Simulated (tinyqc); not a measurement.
Critical temperature from a phonon spectrum: McMillan, Allen-Dynes and the linearised Eliashberg equation. From one set of inputs to another, one input at a time. Computed by tinyqc, a small Python program. Command: `OMP_NUM_THREADS=1 python tinyqc.py 3004848 3004849 out.jsonl eliashberg ladder`. One thread of a shared host (Intel(R) Xeon(R) Processor @ 2.30GHz), about 0.02 s of CPU time with the checks.

alpha^2 F(omega) = sum_i (lambda_i omega_i/2) delta(omega - omega_i), so that lambda = 2 int alpha^2 F/omega d omega = sum_i lambda_i.

The inputs printed are set A. Inputs not listed in the table keep their values of set A, so the rows need not describe a real material.

Inputs (values chosen for the exercise, for a model metal):
```
quantity                     value  unit
peak energy omega_1           44.4   meV
coupling lambda_1             1.03     -
peak energy omega_2           73.4   meV
coupling lambda_2            0.242     -
Coulomb pseudopotential mu*    0.1     -
```

Peaks in alpha^2 F: two.

Constants: k_B = 8.617333262e-05 eV/K.

Method:
- omega_log = exp(sum lambda_i ln omega_i / lambda); omega_rms = sqrt(sum lambda_i omega_i^2 / lambda).
- McMillan form: k_B T_c = (omega_log/1.2) exp[-1.04 (1 + lambda)/(lambda - mu* (1 + 0.62 lambda))]. Allen-Dynes multiplies it by f1 f2: f1 = [1 + (lambda/L1)^(3/2)]^(1/3), L1 = 2.46 (1 + 3.8 mu*); f2 = 1 + (omega_rms/omega_log - 1) lambda^2/(lambda^2 + L2^2), L2 = 1.82 (1 + 6.3 mu*) omega_rms/omega_log.
- T_c ~ M^(-a). All omega_i scale as M^(-1/2) at fixed lambda, but mu* = mu/(1 + mu ln(E_F/omega)) changes: d mu*/d ln omega = mu*^2. In the McMillan form a = (1/2) [1 - 1.04 (1 + lambda)(1 + 0.62 lambda) mu*^2/(lambda - mu* (1 + 0.62 lambda))^2].

Each row keeps all changes above it:
```
input moved                 from     to  T_c, Allen-Dynes (K)  T_c, McMillan form (K)  isotope exponent a
set A                          -      -                58.678                  54.401             0.48232
coupling lambda_1           1.03  0.854                48.732                  45.808             0.47875
peak energy omega_2 (meV)   73.4   61.4                46.691                  44.038             0.47875
peak energy omega_1 (meV)   44.4   37.8                41.311                  38.848             0.47875
coupling lambda_2          0.242  0.956                85.827                  75.835             0.48785
```

Where does the difference come from?

T_c, Allen-Dynes goes from 58.7 to 85.8, a factor 1.46 in all. The largest single move comes from coupling lambda_2 (a factor 2.08), and coupling lambda_1 works against it (a factor 0.830). T_c, McMillan form goes from 54.4 to 75.8, a factor 1.39 in all. The largest single move comes from coupling lambda_2 (a factor 1.95), and coupling lambda_1 works against it (a factor 0.842). Isotope exponent a goes from 0.482 to 0.488, a factor 1.011 in all. The largest single move comes from coupling lambda_2 (a factor 1.019), and coupling lambda_1 works against it (a factor 0.9926). The single moves hold for this order of the switches; the total does not depend on the order.

Caution (rows set A, coupling lambda_2): a phonon-mediated T_c this high is known only in hydrides under high pressure. Caution (rows coupling lambda_2): for lambda above about 1.5 the plain McMillan form saturates and falls short.

Extremes, crossings and ranges named in words are read from the listed rows.
